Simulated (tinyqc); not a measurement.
From effective mobility mu_eff back to tail width E_t: field-effect mobility of a thin-film transistor with band-tail and deep states (multiple trapping). Computed by tinyqc, a small Python program. Command: `OMP_NUM_THREADS=1 python tinyqc.py 3022687 3022688 out.jsonl tft inv`. One thread of a shared host (Intel(R) Xeon(R) Processor @ 2.30GHz), about 0.3 s of CPU time with the checks.

A thick film in accumulation at small drain voltage. Only free electrons move; trapped ones still screen the gate. N_c and mu_0 are held fixed when T changes, leaving out the T^(3/2) growth of N_c. x = E_0 - psi is the distance of the Fermi level below the band edge.

Inputs (values chosen for the exercise, modelled on nanocrystalline ZnO):
```
quantity,value,unit
permittivity eps,8.5,-
effective density of states N_c,4.1e+18,1/cm^3
band mobility mu_0,35,cm^2/(V s)
tail density at the edge g_t,1.9e+20,1/(eV cm^3)
deep-state density g_d,1.7e+16,1/(eV cm^3)
"flat-band Fermi level below the edge, E_0",0.46,eV
equivalent oxide thickness t,73,nm
surface band bending psi_s as a fraction of E_0,0.93,-
temperature T,300,K
```

Deep states: included.

Constants: k_B = 8.617333262e-05 eV/K; e = 1.602176634e-19 C; eps_0 = 8.8541878128e-12 F/m.

Method:
- F_j(eta) = int_0^infinity x^j/(1 + exp(x - eta)) dx, without a gamma-function factor.
- Integrals over x = E/(k_B T) use 160 Gauss-Legendre points in u = sqrt(x) from 0 to sqrt(max(eta, 0) + 32).
- Free n(x) = N_c (2/sqrt(pi)) F_1/2(-x/k_B T), with F_1/2 from its two-term series in exp(-x/k_B T) for x >= 12 k_B T; tail n_t(x) = int_0^1.2eV g_t exp(-E/E_t)/(1 + exp((x - E)/k_B T)) dE, E counted down from the edge, 120 Gauss-Legendre points; deep charge g_d psi; space charge rho(psi) = n + n_t + g_d psi less its value at psi = 0.
- Poisson: F(psi) = sqrt((2 e/(eps eps_0)) int_0^psi rho dpsi'); V_G - V_FB = psi_s + eps F(psi_s) t/3.9; free sheet density N_f = int (n - n(E_0))/F dpsi; induced sheet density N_i = eps eps_0 F(psi_s)/e; trapezoid rule on 301 even points in psi, the first interval left out of N_f.
- mu_eff = mu_0 N_f/N_i; field-effect mobility mu_FE = mu_0 e (dN_f/dV_G)/C_ox and swing S = dV_G/dlog10(N_f), by a central difference of +/- 2 mV in psi_s; C_ox = 3.9 eps_0/t.

Task: A run gave the result below. Find the tail width E_t, known to lie between 40 and 100 meV.

effective mobility mu_eff = 1.476331 cm^2/(V s)

Result:

Each step takes the trial c = (a f_b - b f_a)/(f_b - f_a), f being the result less the target and a, b, c the logarithms of the listed values; c replaces end b, the old b replaces a if the sign of f changed, and otherwise f_a is halved.

Scan of the range:
```
tail width E_t (meV),effective mobility mu_eff (cm^2/(V s))
40.0,3.01990
46.6,2.17231
54.3,1.54975
63.2,1.10677
73.7,0.79057
85.8,0.57246
100.0,0.41977
```

False position (Illinois rule, in the logarithm of the input) inside the bracket:
```
step,end a,end b,trial,effective mobility mu_eff (cm^2/(V s))
1,54.3000,63.2000,55.6833,1.46556
2,54.3000,55.6833,55.3665,1.48425
3,55.6833,55.3665,55.5005,1.47630
4,55.3665,55.5005,55.5000,1.47633
5,55.3665,55.5000,55.5000,1.47633
6,55.5000,55.5000,55.5000,1.47633
```

Effective mobility mu_eff falls at every point of a 13-point scan of the range (every second point is shown), so one value fits; it is bracketed by 54.3 and 63.2. Answer: tail width E_t = 55.50 meV.
